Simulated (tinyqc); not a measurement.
Nuclear against electronic stopping over energy: ion implantation: universal nuclear stopping, Lindhard-Scharff electronic stopping and a Gaussian range profile. Computed by tinyqc, a small Python program. Command: `OMP_NUM_THREADS=1 python tinyqc.py 3017837 3017838 out.jsonl implant walk`. One thread of a shared host (Intel(R) Xeon(R) Processor @ 2.30GHz), about 0.05 s of CPU time with the checks.

An ion slows by elastic collisions with screened nuclei and by friction with electrons; channelling is ignored and the target is uniform.

Inputs (values chosen for the exercise, modelled on nitrogen ions in silicon): ion atomic number Z1 = 7; ion mass M1 = 14 u; target atomic number Z2 = 14; target mass M2 = 28.09 u; target density N = 49.94 1/nm^3; scale factor of electronic stopping k = 1.4.

Method:
- Reduced energy eps = 32.53 M2 E/(Z1 Z2 (M1 + M2)(Z1^0.23 + Z2^0.23)), E in keV; s_n = ln(1 + 1.1383 eps)/(2 (eps + 0.01321 eps^0.21226 + 0.19593 eps^0.5)) for eps up to 30 and ln(eps)/(2 eps) above; S_n = 8.462 Z1 Z2 M1 s_n/((M1 + M2)(Z1^0.23 + Z2^0.23)) in 1e-15 eV cm^2.
- S_e = k 3.83 Z1^(7/6) Z2/(Z1^(2/3) + Z2^(2/3))^(3/2) sqrt(E/M1) in 1e-15 eV cm^2, E in keV.
- Path length R = int_0^E dE'/(N (S_n + S_e)); energy lost to nuclei nu = int_0^E S_n/(S_n + S_e) dE' (both with E' = E y^3 and 64 Gauss-Legendre points in y).

Stopping (1e-15 eV cm^2) and range:
```
E (keV)         eps     S_n     S_e  R (nm)     nu/E
1        6.5168e-02  23.683    6.67    10.9  0.81047
2        1.3034e-01  26.772    9.43    16.9  0.78466
5        3.2584e-01  28.563   14.91    31.8  0.73103
10       6.5168e-01  27.392   21.08    53.4  0.66959
20       1.3034e+00  23.951   29.82    92.5  0.58501
50       3.2584e+00  17.323   47.14   193.9  0.44004
100      6.5168e+00  12.283   66.67   333.6  0.32148
200      1.3034e+01   8.142   94.29   554.5  0.21575
500      3.2584e+01   4.338  149.08  1024.3  0.11418
```

Nuclear stopping peaks near 5 keV among these rows (eps = 0.33; the universal curve peaks near 0.3). Electronic stopping overtakes it between 10 and 20 keV. The path length grows as E^0.63 at the low end and E^0.67 at the high end; constant stopping would give E^1, and stopping that rises with E, be it nuclear (below its peak) or electronic, gives a lower exponent.

Extremes, crossings and ranges named in words are read from the listed rows.
